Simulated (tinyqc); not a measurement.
## Doping and voltage from widths and field

Problem. In the depletion approximation an abrupt p-n junction has a triangular field: peak E = q Nd xn/(eps0 eps_r) = q Na xp/(eps0 eps_r), W = xn + xp, and Vbi - V = E W/2. Find Nd, Na and Vbi - V.

Values chosen for this exercise:
- eps_r = 11.6 (relative permittivity)

Constants: q = 1.602176634e-19 C, eps0 = 8.8541878128e-14 F/cm where lengths are in cm. Results are converted to the units shown.

W = 1512.0609 nm
peak field = 67.728424 kV/cm
xn = 1447.2583 nm

Answer. Gauss's law on each side gives its doping from the peak field and its width; the voltage is the area of the triangle.

Nd = 3.000e15 cm^-3
Na = 6.700e16 cm^-3
Vbi - V = 5.120 V

Numbers from tinyqc (`OMP_NUM_THREADS=1 python tinyqc.py 2000139 2000140 out.jsonl`; about 0.02 s on one thread of a shared Intel Xeon 2.30GHz).
